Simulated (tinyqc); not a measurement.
Worked calculation: Bethe-Salpeter matrix of a two-band chain (Tamm-Dancoff form). Values are carried at full precision from step to step, so a last printed digit may differ when a step is redone from the rounded ones.

One valence and one conduction band, lattice period 1, mesh k = 2 pi j/N. Pair energies D(k) = Eg + 2 t sum(1 - cos k), t = tc + tv. Screened attraction W(R) = U at R = 0 and V/|R| otherwise, R over the N cells with the nearest image; W(q) = sum_R W(R) cos(q R). H(k, k') = D(k) delta - W(k - k')/Nk + 2 J/Nk for singlets (J = 0 for triplets), Nk the number of k points. With a constant transition dipole the strength of a state is f = (sum_k A_k)^2/Nk, and the f sum to 1.

Values chosen for the exercise:
```
symbol  value  unit  meaning
Eg      5.4    eV    quasiparticle gap
tc      0.13   eV    conduction hopping
tv      0.31   eV    valence hopping
U       1.17   eV    attraction in the same cell
V       0.34   eV    attraction at one cell distance
J       0.48   eV    exchange in the same cell
N       9            k points along each axis
```

## Pair energies and the kernel

List D(k), W(R) and W(q) on the mesh.

Mesh values (eV):
```
index j,D(k_j),W(R = j),W(q_j)
j0,5.4000,1.1700,2.5867
j1,5.6059,0.3400,1.4769
j2,6.1272,0.1700,0.9855
j3,6.7200,0.1133,0.8017
j4,7.1069,0.0850,0.7077
j5,7.1069,0.0850,0.7077
j6,6.7200,0.1133,0.8017
j7,6.1272,0.1700,0.9855
j8,5.6059,0.3400,1.4769
```

## The singlet matrix

Fill in H.

H (eV):
```
,j0,j1,j2,j3,j4,j5,j6,j7,j8
j0,5.2193,-0.0574,-0.0028,0.0176,0.0280,0.0280,0.0176,-0.0028,-0.0574
j1,-0.0574,5.4251,-0.0574,-0.0028,0.0176,0.0280,0.0280,0.0176,-0.0028
j2,-0.0028,-0.0574,5.9464,-0.0574,-0.0028,0.0176,0.0280,0.0280,0.0176
j3,0.0176,-0.0028,-0.0574,6.5393,-0.0574,-0.0028,0.0176,0.0280,0.0280
j4,0.0280,0.0176,-0.0028,-0.0574,6.9262,-0.0574,-0.0028,0.0176,0.0280
j5,0.0280,0.0280,0.0176,-0.0028,-0.0574,6.9262,-0.0574,-0.0028,0.0176
j6,0.0176,0.0280,0.0280,0.0176,-0.0028,-0.0574,6.5393,-0.0574,-0.0028
j7,-0.0028,0.0176,0.0280,0.0280,0.0176,-0.0028,-0.0574,5.9464,-0.0574
j8,-0.0574,-0.0028,0.0176,0.0280,0.0280,0.0176,-0.0028,-0.0574,5.4251
```

## Exciton levels and strengths

Diagonalise. For the lowest state give the amplitudes A_k (norm 1, largest positive) and f = (sum_k A_k)^2/Nk, Nk the size of the matrix.

levels (eV): 5.1879  5.4149  5.4475  5.9185  5.9756  6.5282  6.5485  6.8821  6.9901

amplitudes of the lowest state: j0 0.940, j1 0.239, j2 0.015, j3 -0.017, j4 -0.023, j5 -0.023, j6 -0.017, j7 0.015, j8 0.239

f of the lowest state = 0.208

The lowest state lies 0.2121 eV below the gap Eg = 5.4 eV and holds 21 % of the strength, against 11 % for one free pair. On a fine mesh the triplet and singlet bindings are 0.6614 and 0.2043 eV.

## Spectrum with and without the kernel

Distinct levels with their degeneracy and summed f, for singlets, beside the sorted triplet levels and free pairs.

Singlets:
```
E (eV),degeneracy,f
5.1879,1,0.2082
5.4149,1,0.0000
5.4475,1,0.1185
5.9185,1,0.0000
5.9756,1,0.2094
6.5282,1,0.0000
6.5485,1,0.2985
6.8821,1,0.1654
6.9901,1,0.0000
```

triplet levels (eV): 4.7385  5.3680  5.4149  5.7971  5.9185  6.3594  6.5282  6.8187  6.9901

free pairs (eV): 5.4000  5.6059  5.6059  6.1272  6.1272  6.7200  6.7200  7.1069  7.1069

4 of the 9 singlets are dark; those whose amplitude vanishes at R = 0 also feel neither U nor J. The lowest singlet lies 0.4494 eV above the lowest triplet; first order gives 2 J f = 0.6807 eV with the f of the triplet envelope. The centre of the spectrum, sum f E = 6.0700 eV, equals mean D - U + 2J = 6.0700 eV.

## Checks

- Levels from the matrix in the electron-hole distance R against those in k: they agree to 1e-10 or better.

Computed by tinyqc, a small Python program: `OMP_NUM_THREADS=1 python tinyqc.py 1251849 1251850 out.jsonl` (the numbers bound the seed that draws the inputs); one thread of a shared host (Intel(R) Xeon(R) Processor @ 2.30GHz), about 0.1 s for the whole set of steps.
